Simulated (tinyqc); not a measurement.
Composition against offsets: model-solid line-up of a strained alloy layer on a substrate.

All values of the alloy are linear in x but the gap, Eg(x) = (1 - x) Eg_A + x Eg_B - C x (1 - x), and the valence edge, Ev(x) = (1 - x) Ev_A + x Ev_B + fv C x (1 - x); Ec = Ev + Eg. Ev is the top of the unstrained valence band on a scale common to all materials. In the layer only the Gamma valley of the conduction band is followed, also where an X or L valley would lie lower.

Coherent growth on a (001) face: e_par = (a_s - a)/a, e_perp = -2 (C12/C11) e_par; exx = eyy = e_par, ezz = e_perp, no shear.

Strained edges: Ec + ac tr(e); the valence edges are Ev plus the levels of the 6 x 6 matrix of X, Y, Z times spin with -Dso/3 + l exx + m (eyy + ezz) on the diagonal (cyclic), n exy off it, l = av + 2 b, m = av - b, n = sqrt(3) d. Spin-orbit term (Dso/3) L.sigma on X, Y, Z with (L_k)_ij = -i epsilon_kij: <X+|H|Y+> = -i Dso/3, <X+|H|Z-> = Dso/3, <Y+|H|Z-> = -i Dso/3, <Z+|H|X-> = -Dso/3, <Z+|H|Y-> = i Dso/3, <X-|H|Y-> = i Dso/3, and their conjugates; + and - are the spin along z.

dEc = Ec(substrate) - Ec(layer), dEv = Ev(layer) - Ev(substrate); positive values confine the carrier in the layer. Type I: both of one sign; type II: opposite signs; type III: the gaps do not overlap.

Inputs chosen for the exercise (A near GaP, B near InP, substrate near GaAs; shifted at random, so the results belong to these values and not to a real crystal):

| symbol | value | unit | meaning |
|---|---|---|---|
| a | (5.453, 5.868) | angstrom | lattice constant of A, B |
| Eg | (2.898, 1.433) | eV | gap at Gamma to the s-like level of A, B |
| Dso | (0.08, 0.109) | eV | spin-orbit splitting of A, B |
| Ev | (-1.29, -0.95) | eV | top of the unstrained valence band of A, B |
| ac | (-8.2, -5.98) | eV | conduction deformation potential of A, B |
| av | (1.7, 0.61) | eV | valence hydrostatic potential of A, B |
| b | (-1.59, -2.01) | eV | tetragonal shear potential of A, B |
| d | (-4.64, -5.06) | eV | trigonal shear potential of A, B |
| C11 | (140.1, 102) | GPa | of A, B |
| C12 | (61.3, 56.1) | GPa | of A, B |
| C44 | (71.3, 45.6) | GPa | of A, B |
| C | 0.671 | eV | bowing of the gap |
| fv | 0 |  | share of the bowing taken by the valence edge |
| a_s | 5.657 | angstrom | substrate |
| Eg_s | 1.515 | eV | lowest gap of the substrate |
| Ev_s | -0.8 | eV | substrate valence edge |
| face | 001 |  | growth face |

Each composition is strained to the same substrate.

Results:

| x | e_par (%) | relaxed gap (eV) | strained gap (eV) | valence splitting (meV) | dEc (eV) | dEv (eV) | type |
|---|---|---|---|---|---|---|---|
| 0.10 | 2.96 | 2.691 | 2.218 | 251 | -0.459 | -0.244 | I |
| 0.22 | 2.03 | 2.461 | 2.149 | 175 | -0.360 | -0.274 | I |
| 0.33 | 1.20 | 2.266 | 2.092 | 102 | -0.278 | -0.299 | I |
| 0.45 | 0.31 | 2.073 | 2.033 | 23 | -0.198 | -0.320 | I |
| 0.56 | -0.50 | 1.912 | 1.935 | 29 | -0.133 | -0.287 | I |
| 0.68 | -1.36 | 1.756 | 1.807 | 50 | -0.072 | -0.220 | I |
| 0.79 | -2.14 | 1.629 | 1.695 | 58 | -0.026 | -0.155 | I |
| 0.91 | -2.98 | 1.510 | 1.578 | 63 | 0.015 | -0.078 | II |

The alloy matches the substrate at x = 0.492, where the top valence edge changes its character and the splitting passes through zero. The strained gap runs from 2.218 to 1.578 eV, against 2.691 to 1.510 eV for the relaxed alloy: strain takes back part of the change that the composition makes. Strains above 2 % can be kept only in layers of a few nanometres. The type changes: I to II between x = 0.79 and 0.91. Offsets below about 50 meV are within the spread of parameter sets, so those rows do not settle the type. Where the alloy is indirect its X or L edge, left out, lies lower and sets the real gap and dEc.

tinyqc: `OMP_NUM_THREADS=1 python tinyqc.py 1050503 1050504 out.jsonl`; about 0.02 s, one thread, shared Intel(R) Xeon(R) Processor @ 2.30GHz.
